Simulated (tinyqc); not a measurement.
Free and nearly free electrons in a metal: sweeps and comparisons. A value that a table varies takes the place of the one given here.

The cubic cell holds 4 atoms: n = 4 z/a^3, kF = (3 pi^2 n)^(1/3), EF = c kF^2/m, vF = 2 c kF/(m hbar), c = hbar^2/2m0; rs = (3/(4 pi n))^(1/3)/a0; D(EF) = 3 n/(2 EF).

Square wire of width w with grain size w: rho/rho0 = 1/(1 - 3 al/2 + 3 al^2 - 3 al^3 ln(1 + 1/al)) + (3/4) (1 - p) l/w, with al = (l/w) Rg/(1 - Rg) (Mayadas-Shatzkes plus the thick-wire form of Fuchs-Sondheimer); l = hbar kF/(n e^2 rho), e = 1.602176634e-19 C.

Constants: hbar^2/2m0 = 3.80998211 eV angstrom^2; hbar = 6.58211957e-16 eV s; a0 (Bohr radius) = 0.5291772105 angstrom.

Inputs chosen for the exercise (near those of Ca; not measured data): a = 5.582 angstrom (fcc lattice constant); z = 2 (free electrons an atom); m = 1.3 m0 (mass); rho = 3.9 micro-ohm cm (bulk resistivity); p = 0 (specularity of the surfaces); Rg = 0.58 (reflection at grain boundaries); w = 30 nm (wire width).

## Resistivity of narrow wires

Wires:
```
w (nm)     al  grain term (factor - 1)  surface term  rho (micro-ohm cm)
200     0.175                    0.252         0.095                5.26
100     0.351                    0.496         0.190                6.58
50      0.701                    0.974         0.381                9.18
30      1.169                    1.605         0.635               12.63
20      1.753                    2.389         0.952               16.93
14      2.504                    3.394         1.360               22.44
10      3.506                    4.732         1.904               29.78
7       5.008                    6.738         2.720               40.78
```

l = 25.39 nm

At 7 nm the resistivity is 10.46 times the bulk value; grain boundaries add more (6.74 from grains, 2.72 from surfaces). It passes twice the bulk value between 100 and 50 nm. The surface formula is meant for w above l = 25 nm, so the rows below that are rough.

## What sets the wire resistivity

All results formed anew. Each row changes one parameter from the base and keeps the others.

Results:
```
case                     EF (eV)  l (nm)  wire rho (micro-ohm cm)
base                       3.601   25.39                   12.633
a = 5.749 angstrom         3.395   26.93                   13.156
m = 1.56 m0                3.001   25.39                   12.633
rho = 4.68 micro-ohm cm    3.601   21.15                   13.438
p = 0.3                    3.601   25.39                   11.891
Rg = 0.406                 3.601   25.39                    9.524
w = 21 nm                  3.601   25.39                   16.316
```

The largest shifts from the base row, up to three for each result and ties (the steps differ in size, so this ranks the rows, not the parameters). EF (eV): m -0.600, a -0.206; unchanged at the printed digits by rho, p, Rg and w. l (nm): rho -4.23, a +1.54; unchanged at the printed digits by m, p, Rg and w. wire rho (micro-ohm cm): w +3.682, Rg -3.109, rho +0.805; unchanged at the printed digits by m. The mass drops out of l at given rho, because vF falls and tau rises by the same factor.

tinyqc: `OMP_NUM_THREADS=1 python tinyqc.py 1680374 1680375 out.jsonl`; about 0.01 s, one thread, shared Intel(R) Xeon(R) Processor @ 2.30GHz.
